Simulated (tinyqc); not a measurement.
What each setting does: recursion (Haydock) method for the local density of states: bulk site of a cubic lattice.

One orbital a site at energy 0, hopping -t to the 6 nearest neighbours of a cubic lattice; the start u0 is a site in the bulk, with energy V. Recursion: a_n = <u_n|H|u_n>, b_(n+1) u_(n+1) = (H - a_n) u_n - b_n u_(n-1), b > 0. G(z) = 1/(z - a0 - b1^2/(z - a1 - b2^2/(...))), z = E + i eta. After n levels the tail is b_n^2 T with the square-root terminator T = (z - sqrt(z - 2b) sqrt(z + 2b))/(2 b^2), b = 3t so that the band edges lie at -/+ 6t.

Inputs chosen for the exercise: t = 1.29 eV (hopping); V = 0 eV (shift of the starting site); n = 6 (levels kept); E = 0.63 eV (energy); eta = 0.065 eV (broadening).

G at z = E + i eta with n levels and terminator.

One parameter was then changed.

Results before and after:
```
case     Re G (1/eV)  density (1/eV)
base          0.0251          0.1088
changed       0.0265          0.1077
```

Which of these changes was made? (a) V = 0.5 eV; (b) E = 0.89 eV; (c) t = 1.419 eV; (d) eta = 0.13 eV; (e) n = 7.

Answer: (d) eta = 0.13 eV. Of the candidates, run in turn, only this one gives the changed row.

All candidates:
```
case           Re G (1/eV)  density (1/eV)
base                0.0251          0.1088
t = 1.419 eV        0.0202          0.0986
V = 0.5 eV         -0.0334          0.1083
n = 7               0.0270          0.1089
E = 0.89 eV         0.0402          0.1107
eta = 0.13 eV       0.0265          0.1077
```

Computed by tinyqc, a small Python program: `OMP_NUM_THREADS=1 python tinyqc.py 1480874 1480875 out.jsonl` (the numbers bound the seed that draws the inputs); one thread of a shared host (Intel(R) Xeon(R) Processor @ 2.30GHz), about 0.1 s for the whole set of steps.
